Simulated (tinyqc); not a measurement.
Inside a calculation. Model: Schottky barrier on an n-type semiconductor, non-linear Poisson equation by Newton steps.

Program tinyqc, `OMP_NUM_THREADS=1 python tinyqc.py 2020126 2020127 out.jsonl`; Intel Xeon 2.30GHz, shared host, one thread, about 0.06 s. Printed values are rounded.

One dimension, metal at x = 0, donor density C(x) = Nd, uniform. Energies are counted from the electron Fermi level of the semiconductor and the conduction-band edge is Ec = -psi, so n = Nc exp(psi/Vt); holes follow the Fermi level of the metal, at -V, so p = Nv exp((V - psi - Eg)/Vt). Ends: psi(0) = V - phiB and psi = Vt ln(Nd/Nc) deep inside. Boltzmann statistics, full ionisation, no current, no image force in the Poisson equation.

Parameters, values chosen for the exercise; band and dielectric values those of a made-up semiconductor: temperature T = 400 K; band gap Eg = 1.36 eV; relative permittivity eps_r = 11.1; conduction-band density of states at T Nc = 3.53e19 cm^-3; valence-band density of states at T Nv = 4.68e19 cm^-3; donor density deep in the semiconductor Nd = 3.5e16 cm^-3; barrier height phiB = 0.67 eV; bias of the metal against the semiconductor V = -1.9 V.

Constants: q = 1.602176634e-19 C, kB = 1.380649e-23 J/K, Vt = kB T/q, eps0 = 8.8541878128e-14 F/cm where lengths are in cm. Results are converted to the units shown.

## End potentials, built-in voltage, Debye length

psi_0 = V - phiB, psi_b = Vt ln(Nd/Nc), Vbi = phiB - Vt ln(Nc/Nd), LD = sqrt(eps0 eps_r Vt/(q Nd)), W = sqrt(2 eps0 eps_r (Vbi - V)/(q Nd)), hole density at the metal p_0 = Nv exp((phiB - Eg)/Vt).

psi_0 = -2.57 V
psi_b = -0.238400 V
Vbi = 0.431600 V
LD = 24.5789 nm
W for uniform Nd = 285.883 nm
p_0 = 9.47607e10 cm^-3

The hole density at the metal is 2.7e-6 times Nd, so holes hardly matter.

## Doping on the mesh

x, node 0 to 13 (nm): 0  17  36.7  59.6  86.2  117  153  195  243  299  364  440  528  629

C = Nd, uniform, taken at the nodes.

donor density C, node 0 to 13 (cm^-3): 3.5e16  3.5e16  3.5e16  3.5e16  3.5e16  3.5e16  3.5e16  3.5e16  3.5e16  3.5e16  3.5e16  3.5e16  3.5e16  3.5e16

## Couplings between neighbouring nodes

a_i = eps0 eps_r/h_i for the interval from node i to i + 1, with h_i = x_(i+1) - x_i in cm.

coupling a_i, interval 0 to 12 (F/cm^2): 5.78126e-7  4.98891e-7  4.29177e-7  3.69479e-7  3.19096e-7  2.73004e-7  2.34004e-7  2.04753e-7  1.75503e-7  1.51202e-7  1.29318e-7  1.11684e-7  9.73084e-8

## Starting potential

A straight line in x from psi_0 = V - phiB to psi_b = Vt ln(Nd/Nc).

psi at the start, node 0 to 13 (V): -2.57000  -2.50698  -2.43396  -2.34907  -2.25047  -2.13630  -2.00285  -1.84717  -1.66924  -1.46166  -1.22071  -0.93899  -0.61279  -0.23840

## Iteration 1: densities, residual and Jacobian diagonal

n_i = Nc exp(psi_i/Vt), p_i = Nv exp((V - psi_i - Eg)/Vt), rho_i = p_i - n_i + C_i, g_i = (n_i + p_i)/Vt. Box widths w_i = (h_(i-1) + h_i)/2 in cm. Residual F_i = a_i (psi_(i+1) - psi_i) - a_(i-1) (psi_i - psi_(i-1)) + q rho_i w_i; Jacobian: a_(i-1) and a_i beside the diagonal, b_i = -a_(i-1) - a_i - q g_i w_i on it. The two end nodes are fixed.

```
node	n (cm^-3)	p (cm^-3)
0	1.46960e-13	9.47607e10
1	9.14470e-13	1.52286e10
2	7.60746e-12	1.83058e9
3	8.92819e-11	1.55979e8
4	1.55988e-9	8.92764e6
5	4.28132e-8	3.25275e5
6	2.05553e-6	6774.91
7	1.88146e-4	74.0171
8	0.0328316	0.424166
9	13.5432	0.00102827
10	14705.7	9.46983e-7
11	5.21190e7	2.67197e-10
12	6.71360e11	2.07431e-14
13	3.5e16	3.97888e-19
```

```
node	residual F (C/cm^2)	diagonal b (F/cm^2)
1	1.02900e-8	-1.07702e-6
2	1.19442e-8	-9.28068e-7
3	1.38789e-8	-7.98656e-7
4	1.60939e-8	-6.88575e-7
5	1.87294e-8	-5.92100e-7
6	2.18697e-8	-5.07008e-7
7	2.52343e-8	-4.38757e-7
8	2.91596e-8	-3.80256e-7
9	3.39261e-8	-3.26705e-7
10	3.95337e-8	-2.80520e-7
11	4.59825e-8	-2.41001e-7
12	5.29910e-8	-2.09021e-7
```

## Iteration 1: Newton step

Solve the tridiagonal system a_(i-1) d_(i-1) + b_i d_i + a_i d_(i+1) = -F_i for nodes 1 to 12, with d = 0 on fixed nodes. Half of the step is added while the largest |d| exceeds 1.5 Vt, the full step after that.

Newton step d, before damping, node 1 to 12 (V): 0.29680  0.62010  0.96810  1.33476  1.70887  2.07755  2.41421  2.67572  2.81467  2.75157  2.37209  1.52096
psi after iteration 1, node 0 to 13 (V): -2.57000  -2.35859  -2.12391  -1.86502  -1.58309  -1.28186  -0.96408  -0.64006  -0.33138  -0.05432  0.15507  0.24705  0.14769  -0.23840

## Iteration 2: densities, residual and Jacobian diagonal

As before.

```
node	n (cm^-3)	p (cm^-3)
0	1.46960e-13	9.47607e10
1	6.77490e-11	2.05554e8
2	6.13379e-8	2.27038e5
3	1.12080e-4	124.251
4	0.399670	0.0348439
5	2494.68	5.58230e-6
6	2.51711e7	5.53255e-10
7	3.04327e11	4.57602e-14
8	2.35825e15	5.90526e-18
9	7.30050e18	1.90755e-21
10	3.17416e21	4.38733e-24
11	4.57609e22	3.04323e-25
12	2.56218e21	5.43524e-24
13	3.5e16	3.97888e-19
```

```
node	residual F (C/cm^2)	diagonal b (F/cm^2)
1	5.14501e-9	-1.07702e-6
2	5.97212e-9	-9.28068e-7
3	6.93943e-9	-7.98656e-7
4	8.04693e-9	-6.88575e-7
5	9.36472e-9	-5.92100e-7
6	1.09349e-8	-5.07008e-7
7	1.26169e-8	-4.38763e-7
8	1.26151e-8	-4.37255e-7
9	-7.05954e-6	-2.05625e-4
10	-0.00358530	-0.104015
11	-0.0601199	-1.74416
12	-0.00387926	-0.112543
```

## Iteration 2: Newton step

As before.

Newton step d, before damping, node 1 to 12 (V): 0.063501  0.126776  0.186412  0.236903  0.270148  0.274704  0.233289  0.124345  -0.034251  -0.034469  -0.034469  -0.034469
psi after iteration 2, node 0 to 13 (V): -2.57000  -2.32683  -2.06052  -1.77182  -1.46464  -1.14679  -0.82673  -0.52342  -0.26921  -0.07145  0.13784  0.22982  0.13046  -0.23840

## Course of the Newton iteration

Stop when the largest undamped |d| is below 1e-9 V, or after 80 iterations.

Course of the iteration:
```
iteration	largest |F| (C/cm^2)	largest |d| (V)	at node
1	5.30e-8	2.81	9
2	0.0601	0.275	6
3	0.0365	0.112	5
4	0.0221	0.0529	5
5	0.0134	0.0345	11
6	4.93e-3	0.0345	11
7	1.82e-3	0.0345	11
8	6.68e-4	0.0345	11
9	2.46e-4	0.0345	11
...	...	...	...
14	1.64e-6	0.0339	11
15	5.97e-7	0.0326	11
16	2.09e-7	0.0288	11
17	6.55e-8	0.0200	11
18	1.48e-8	7.67e-3	11
19	1.35e-9	8.52e-4	11
20	1.43e-11	9.20e-6	11
21	1.63e-15	1.05e-9	11
22	< 1e-20	< 1e-12	2
```

Converged in 22 iterations. Once the step is below 0.1 Vt, 3 more iteration(s) reach the threshold: near the solution the error is roughly squared each time.

## Converged densities, field and barrier lowering

converged psi, node 0 to 13 (V): -2.57000  -2.30243  -2.01300  -1.70438  -1.38346  -1.06230  -0.75552  -0.49108  -0.31202  -0.24963  -0.23962  -0.23850  -0.23841  -0.23840

n and p as above; E_i = -(psi_(i+1) - psi_i)/h_i; at the metal |E_0| = |E on interval 0| + q rho_0 (h_0/2)/(eps0 eps_r), rho_0 = p_0 - n_0 + C_0; image-force lowering dphi = sqrt(q |E_0|/(4 pi eps0 eps_r)).

```
node	n (cm^-3)	p (cm^-3)
0	1.46960e-13	9.47607e10
1	3.45449e-10	4.03129e7
2	1.53151e-6	9093.03
3	0.0118459	1.17560
4	130.920	1.06371e-4
5	1.45686e6	9.55899e-9
6	1.06808e10	1.30384e-12
7	2.29328e13	6.07256e-16
8	4.13543e15	3.36750e-18
9	2.52669e16	5.51159e-19
10	3.37869e16	4.12173e-19
11	3.48982e16	3.99048e-19
12	3.49935e16	3.97962e-19
13	3.5e16	3.97888e-19
```

field E, interval 0 to 12 (kV/cm): -157.392  -146.922  -134.769  -120.647  -104.272  -85.215  -62.963  -37.304  -11.140  -1.541  -0.147  -0.011  -0.001
|E_0| at the metal = 162.242 kV/cm
image-force lowering = 45.8771 mV

A mesh of about 1000 nodes or more gives |E_0| = 161.9 kV/cm; the 14-node value is 0.21 % above it.

## Check against the first integral

First integral for uniform doping: E_0^2 = (2 q/(eps0 eps_r)) [Nd (U - Vt + Vt exp(-U/Vt)) + Vt p_0], U = Vbi - V, Vbi = phiB - Vt ln(Nc/Nd), p_0 = Nv exp((phiB - Eg)/Vt) (deep holes neglected). Image-force lowering dphi = sqrt(q E_0/(4 pi eps0 eps_r)), at x_m = sqrt(q/(16 pi eps0 eps_r E_0)). Depletion approximation: E = sqrt(2 q Nd U/(eps0 eps_r)).

E_0 = 161.905 kV/cm
dphi = 45.8295 mV
x_m = 1.41532 nm
field in the depletion approximation = 163.116 kV/cm

The depletion approximation is 0.75 % above the exact field. The lowering is 1.3 Vt, a factor of 3.78 in a thermionic current.
